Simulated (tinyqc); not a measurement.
# Changing the field F

Model: Haynes-Shockley experiment: drift, diffusion and decay of a minority-carrier pulse. Computed by tinyqc, a small Python program. Command: `OMP_NUM_THREADS=1 python tinyqc.py 3110969 3110970 out.jsonl haynes sweep`. One thread of a shared host (Intel(R) Xeon(R) Processor @ 2.30GHz), about 0.03 s of CPU time with the checks.

A thin sheet of excess carriers is made at x = 0, t = 0 in a long uniform bar; injection is low, so the pulse moves with the minority mobility.

Inputs (values chosen for the exercise, modelled on electrons in p-type germanium in a lightly doped bar):

| quantity | value | unit |
|---|---|---|
| minority mobility mu | 4290 | cm^2/(V s) |
| lifetime tau | 33 | microsecond |
| temperature T | 300 | K |
| distance d to the collector | 0.53 | cm |
| injected sheet density N0 | 1.3e+10 | 1/cm^2 |

Constants: k_B = 8.617333262e-05 eV/K.

Method:
- D = mu k_B T/e, v = mu F.
- Transit time d/v, diffusion length sqrt(D tau), drift length v tau, Peclet number v d/D = e F d/(k_B T).
- dn(x, t) = N0/sqrt(4 pi D t) exp(-(x - v t)^2/(4 D t) - t/tau).
- At fixed x the signal peaks where d ln(dn)/dt = 0: a t^2 + t/2 - x^2/(4 D) = 0 with a = v^2/(4 D) + 1/tau.
- The full width at half maximum is found by solving dn(x, t) = peak/2 on both sides of the peak.
- With w the full width at half maximum: mu = d/(F t_p); D = (w d)^2/(16 ln2 t_p^3); Einstein ratio D/mu against k_B T/e.

One run for each value:

| field F (V/cm) | time of the peak t_p (microsecond) | width at half maximum (microsecond) | peak density (1/cm^3) | error of mu (%) |
|---|---|---|---|---|
| 5.7 | 21.254 | 6.5305 | 3.9225e+10 | 1.9772 |
| 8.9 | 13.743 | 3.3867 | 6.1656e+10 | 1.0096 |
| 14.0 | 8.778 | 1.7259 | 8.9903e+10 | 0.5352 |
| 22.0 | 5.599 | 0.8783 | 1.2408e+11 | 0.2974 |
| 35.0 | 3.524 | 0.4382 | 1.6663e+11 | 0.1693 |
| 55.0 | 2.244 | 0.2226 | 2.1712e+11 | 0.1008 |
| 86.0 | 1.436 | 0.1139 | 2.7821e+11 | 0.0617 |
| 140.0 | 0.882 | 0.0548 | 3.6095e+11 | 0.0367 |

Over the rows, time of the peak t_p (microsecond) falls from 21.3 to 0.882 (exponent d ln y / d ln x about -0.99 throughout); width at half maximum (microsecond) falls from 6.53 to 0.0548 (exponent d ln y / d ln x about -1.5 throughout); peak density (1/cm^3) rises from 3.92e10 to 3.61e11 (exponent d ln y / d ln x 1.0 between the first rows and 0.53 between the last). The exponent of time of the peak t_p stays between -1.00 and -0.98, near -1: pure drift, t = d/(mu F). The exponent of width at half maximum stays between -1.50 and -1.47, near -1.5: sqrt(D t)/v with t = d/v.

Extremes, crossings and ranges named in words are read from the listed rows.
